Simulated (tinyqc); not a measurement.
Gap of the edge states against width: BHZ model on a square lattice (one spin block).

h(k) = e0 + d.s with s the Pauli matrices in the basis (E, H), k in units of 1/a: dx = (A/a) sin kx, dy = (A/a) sin ky, dz = M - (2B/a^2)(2 - cos kx - cos ky), e0 = -(2D/a^2)(2 - cos kx - cos ky). The other spin block is h*(-k). For small k this is the continuum model with dz = M - B k^2.

Ribbon along x with N rows: cos ky and sin ky become hoppings between rows, block (A/a) sy/(2i) + (B/a^2) sz + D/a^2 from row n to n + 1, and the rows end at hard walls; width (N + 1) a.

Parameters, chosen for this exercise (of the size used for InAs / GaSb double wells; not measured data):
- A = 0.66 eV angstrom
- B = -75.8 eV angstrom^2
- D = -22.3 eV angstrom^2
- M = -0.0237 eV (mass term)
- a = 40 angstrom (grid spacing)

penetration = 219.53 angstrom
E at kx = 0 = 6.9724 meV

The two middle levels of the ribbon at kx = 0. The continuum edge state has E = -D M/B and penetration 1/Re(l1), l1 = F - sqrt(F^2 - M/B), F = |A|/(2 sqrt(B^2 - D^2)).

Edge levels:

| N | width (nm) | lower (meV) | upper (meV) | gap (meV) |
|---|---|---|---|---|
| 6 | 28.0 | 0.249 | 13.862 | 13.6122 |
| 10 | 44.0 | 3.884 | 9.820 | 5.9361 |
| 14 | 60.0 | 5.652 | 8.154 | 2.5022 |
| 20 | 84.0 | 6.617 | 7.348 | 0.7313 |
| 28 | 116.0 | 6.869 | 7.076 | 0.2074 |
| 40 | 164.0 | 6.966 | 6.979 | 0.0122 |
| 56 | 228.0 | 6.972 | 6.973 | 0.0008 |

The two edges of one spin block overlap and open a gap, 13.61 meV at 28 nm and 0.0008 meV at 228 nm, against a bulk gap 2|M| = 47.4 meV at Gamma and a penetration of 22.0 nm. Here A^2/(4 (B^2 - D^2)) < M/B, so in the continuum model the tails oscillate and the gap can do so too; these few widths fall steadily and may miss dips that lie between them. The mean of the pair in the widest ribbon is 6.972 meV, against 6.972 for the continuum edge.

tinyqc: `OMP_NUM_THREADS=1 python tinyqc.py 1452839 1452840 out.jsonl`; about 0.1 s, one thread, shared Intel(R) Xeon(R) Processor @ 2.30GHz.
